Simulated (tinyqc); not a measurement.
What moves the order: mean-field antiferromagnet of the Hubbard model on the square lattice.

e(k) = -2 t (cx + cy) - 4 t2 cx cy, ci = cos ki; one electron a site; Q = (pi, pi). <n_up - n_dn> = m cos(Q.R) gives Delta = U m/2 and bands E = e+ -/+ sqrt(e-^2 + Delta^2), e+- = (e(k) +- e(k + Q))/2 (the constant U/2 is dropped). Means run over the mesh k_i = 2 pi (j + 1/2)/N of the whole zone: mu from mean(f(E-) + f(E+)) = 1; m(out) = mean of Delta (f(E-) - f(E+))/sqrt(e-^2 + Delta^2); free energy per site F = -kT mean[ln(1 + exp(-(E- - mu)/kT)) + ln(1 + exp(-(E+ - mu)/kT))] + mu + U m^2/4. Order at T > 0 in two dimensions is an artefact of mean field.

Constants: kB = 8.617333262e-05 eV/K.

Parameters, chosen for this exercise: t = 0.83 eV (nearest hopping); t2 = -0.14 eV (second hopping); U = 7.26 eV (on-site repulsion); T = 300 K.

Mesh N = 48, start m = 0.9; the gap (negative: overlap) is read for that Delta on the unshifted mesh N = 64.

One parameter was then changed.

Results before and after:
```
case          m  Delta (eV)  gap (eV)
base     0.9082      3.2968    6.0336
changed  0.8916      3.2366    5.9132
```

Which of these changes was made? (a) T = 900 K; (b) t2 = -0.182 eV; (c) t = 0.913 eV; (d) U = 7.986 eV.
Answer: (c) t = 0.913 eV. Of the candidates, run in turn, only this one gives the changed row.

All candidates:
```
case                 m  Delta (eV)  gap (eV)
base            0.9082      3.2968    6.0336
U = 7.986 eV    0.9225      3.6837    6.8074
t = 0.913 eV    0.8916      3.2366    5.9132
t2 = -0.182 eV  0.9082      3.2968    5.8656
T = 900 K       0.9082      3.2968    6.0336
```

(tinyqc, `OMP_NUM_THREADS=1 python tinyqc.py 1682695 1682696 out.jsonl`, Intel(R) Xeon(R) Processor @ 2.30GHz, 1 thread, shared host, about 0.1 s.)
